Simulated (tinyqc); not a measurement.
# Frequency dispersion of an accumulation capacitance by border traps, distributed model: two studies

Traps spread evenly through the insulator exchange electrons with the semiconductor by tunnelling, with tau(x) = t0 exp(2 ka x) at depth x from the interface. The admittance per area Y seen at depth x obeys dY/dx = -Y^2/(i w eps0 eox) + q Nb ln(1 + i w tau)/tau, with Y(0) = i w Cs and w = 2 pi f; the gate sees Y(tox) = G + i w C. Working variable y = Y/(i w), in uF/cm^2. Cox = eps0 eox/tox.

Values chosen for this exercise; permittivity close to that of aluminium oxide: relative permittivity of the insulator eox = 8.1; insulator thickness tox = 4.2 nm; semiconductor capacitance in accumulation Cs = 1.2 uF/cm^2; density of border traps Nb = 1.2e20 cm^-3 eV^-1; decay constant of the wave function in the insulator ka = 3.9 1/nm; time constant of a trap at the interface t0 = 5e-11 s; frequency f = 1000 Hz.

Constants: q = 1.602176634e-19 C, eps0 = 8.8541878128e-14 F/cm where lengths are in cm. Results are converted to the units shown.

Each table varies one quantity; the others keep the values above.

## Capacitance and loss against frequency

Cox; trap-free value 1/(1/Cox + 1/Cs); response depth d = ln(1/(w t0))/(2 ka), where w tau = 1; lumped estimate: all traps within d act as C_bt = q Nb d placed at d/2, so C = 1/{1/[1/(1/Cs + d/(2 eps0 eox)) + C_bt] + (tox - d/2)/(eps0 eox)}. C and G from a fine integration; dispersion -d C/d log10 f over C, from f times and over 1.1. For a broad spread of time constants G/w is close to -(pi/2) dC/d ln w.

The same in every row: trap-free C (uF/cm^2) = 0.7047.

Capacitance and loss against frequency:
```
f (Hz)	d (nm)	C (uF/cm^2)	G/w (uF/cm^2)	dispersion (% a decade)	-(pi/2) dC/d ln w (uF/cm^2)	lumped C (uF/cm^2)
10	2.510	1.992	0.1274	9.312	0.1265	1.717
100	2.215	1.819	0.1112	8.912	0.1106	1.610
1000	1.920	1.666	0.09939	8.698	0.09885	1.507
10000	1.624	1.527	0.09107	8.694	0.09058	1.405
1e5	1.329	1.399	0.08591	8.952	0.08542	1.302
1e6	1.034	1.275	0.08391	9.580	0.08335	1.195
1e7	0.7388	1.153	0.08551	10.79	0.08483	1.080
```

What does the table show?

C falls from 1.992 to 1.153 uF/cm^2, towards the trap-free 0.7047; each decade of frequency removes ln 10/(2 ka) = 0.295 nm from the response depth. The dispersion goes from 9.31 through a minimum of 8.69 (at f = 10000 Hz among the rows listed) to 10.8 % a decade and G/w goes from 0.127 through a minimum of 0.0839 (at f = 1e6 Hz among the rows listed) to 0.0855 uF/cm^2. G/w stays at 1.01 times -(pi/2) dC/d ln w, the relation for a broad spread of time constants.

## Effect of the semiconductor capacitance in accumulation

Same model as above.

The same in every row: d (nm) = 1.920.

Effect of the semiconductor capacitance in accumulation:
```
Cs (uF/cm^2)	C (uF/cm^2)	G/w (uF/cm^2)	dispersion (% a decade)	-(pi/2) dC/d ln w (uF/cm^2)	lumped C (uF/cm^2)	trap-free C (uF/cm^2)
0.2	1.589	0.1086	9.959	0.1079	1.410	0.1790
0.39	1.606	0.1065	9.658	0.1058	1.433	0.3175
0.75	1.635	0.1030	9.177	0.1024	1.470	0.5211
1.4	1.678	0.09802	8.519	0.09749	1.522	0.7693
2.8	1.739	0.09097	7.628	0.09051	1.596	1.061
5.4	1.804	0.08395	6.790	0.08354	1.671	1.297
10	1.858	0.07830	6.149	0.07792	1.732	1.459
20	1.902	0.07376	5.655	0.07339	1.782	1.573
```

Read the table: what changes, and by how much?

As Cs goes from 0.2 to 20, C rises from 1.59 to 1.90 uF/cm^2, the dispersion falls from 9.96 to 5.65 % a decade and G/w falls from 0.109 to 0.0738 uF/cm^2. The lumped estimate is 11 % below C in the first row and 6.3 % below it in the last. The same traps disperse C more when Cs is small, since they then add to the weaker series term.

Computed by the program tinyqc: `OMP_NUM_THREADS=1 python tinyqc.py 2202051 2202052 out.jsonl`, one thread of a shared Intel Xeon 2.30GHz, about 0.4 s for the whole run.
